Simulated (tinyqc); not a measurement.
## MOSFET in saturation, small-signal circuit and noise: effect of the gate length on speed and noise

Bias by the inversion coefficient IC = I/Ispec (charge-based model with velocity saturation; weak inversion below 0.1, strong above 10). Common-source circuit: gm, gds, Cgs, Cgd and Cj at the inner nodes, Rg in series with the gate; quasi-static, no source or drain resistance, no gate-body capacitance, no substrate network, no induced gate noise, so fmax is an upper estimate.

Ispec = 2 n mu Cox (W/L) Vt^2, lc = Ls/L, gms = [sqrt((lc IC + 1)^2 + 4 IC) - 1]/[2 + lc (lc IC + 1)], gm = gms Ispec/(n Vt), gds = sg gm. qs = [sqrt(1 + 4 IC) - 1]/2, Cgs = Cox W L qs (2 qs + 3)/(3 (qs + 1)^2) + Cov W, Cgd = Cov W, Cd = Cj W, Rg = Rsh (Wf/L)/(12 Nf) + Rc/W with Nf = W/Wf fingers (not rounded) contacted at both ends. fT = gm/(2 pi (Cgs + Cgd)), fmax = fT/(2 sqrt(Rg (gds + 2 pi fT Cgd))). Channel noise Sid = 4 kB T gam n gm with gam = (1/2 + (2/3) qs)/(1 + qs) + gw lc IC, qs = [sqrt(1 + 4 IC) - 1]/2, lc = Ls/L (the last term an empirical rise with velocity saturation); at the gate, white noise Sw = Sid/gm^2 + 4 kB T Rg. Number fluctuation with correlated mobility: S(f) = K/f, K = q^2 Vt lt Nt/(W L Cox^2) (1 + ac mu Cox I/gm)^2, Vt in eV with Nt per eV. Corner fc = K/Sw. IC is held fixed, and so is sg.

Parameters, values chosen for the exercise:

| symbol | value | unit | meaning |
|---|---|---|---|
| T | 325 | K | temperature |
| W | 20 | um | total gate width |
| Cox | 1.81 | uF/cm^2 | gate capacitance |
| mu | 120 | cm^2/(V s) | mobility |
| n | 1.23 |  | slope factor |
| Ls | 15 | nm | velocity-saturation length |
| sg | 0.018 |  | ratio gds/gm |
| Cov | 0.42 | fF/um | overlap and fringe capacitance per side |
| Cj | 0.65 | fF/um | drain junction capacitance |
| Rsh | 5 | ohm | sheet resistance of the gate |
| Wf | 0.5 | um | finger width |
| Rc | 100 | ohm um | gate contact and vertical resistance |
| IC | 0.46 |  | inversion coefficient |
| gw | 0.04 |  | short-channel excess of the noise factor |
| Nt | 2e18 | cm^-3 eV^-1 | oxide trap density |
| lt | 0.1 | nm | tunnelling length into the oxide |
| ac | 3000 | V s/C | Coulomb scattering coefficient |

Constants: q = 1.602176634e-19 C, kB = 1.380649e-23 J/K, Vt = kB T/q. Results are converted to the units shown.

Result of one run:
```
L (nm)  I (uA)  Rg (ohm)  fT (GHz)  fmax (GHz)  sqrt(Sw) (nV/Hz^0.5)  fc (MHz)
320     12.049    5.0163   0.94088      28.498                6.8096    1.5698
```

What becomes of these results when the gate length L is changed from 320 to 20 nm, all else the same?

Result of the changed run:
```
L (nm)  I (uA)  Rg (ohm)  fT (GHz)  fmax (GHz)  sqrt(Sw) (nV/Hz^0.5)  fc (MHz)
20      192.78    5.2604    31.680      165.65                1.8524    341.96
```

The whole series:
```
L (nm)  I (uA)  Rg (ohm)  fT (GHz)  fmax (GHz)  sqrt(Sw) (nV/Hz^0.5)  fc (MHz)
20      192.78    5.2604    31.680      165.65                1.8524    341.96
32      120.49    5.1628    19.833      132.16                2.2580    143.33
50      77.113    5.1042    12.123      103.76                2.7651    61.060
79      48.805    5.0659    6.9883      78.875                3.4329    25.048
130     29.659    5.0401    3.6244      56.700                4.3694    9.3897
200     19.278    5.0260    1.9520      41.422                5.3980    3.9979
320     12.049    5.0163   0.94088      28.498                6.8096    1.5698
500     7.7113    5.0104   0.44789      19.387                8.4986   0.64494
```

As L goes from 20 to 500 nm, fT falls from 31.7 to 0.448 GHz, fmax falls from 166 to 19.4 GHz, the white noise rises from 1.85 to 8.50 nV/Hz^0.5 and the corner falls from 342 to 0.645 MHz. fT goes as L^(-1.00) between the first two rows and L^(-1.66) between the last two; with no overlap and no velocity saturation it would go as 1/L^2. In every row fmax exceeds 4 fT, where channel resistance and substrate losses, left out here, would cap it.

tinyqc, about 0.01 s, one thread, Intel Xeon 2.30GHz (shared host): `OMP_NUM_THREADS=1 python tinyqc.py 2150071 2150072 out.jsonl`
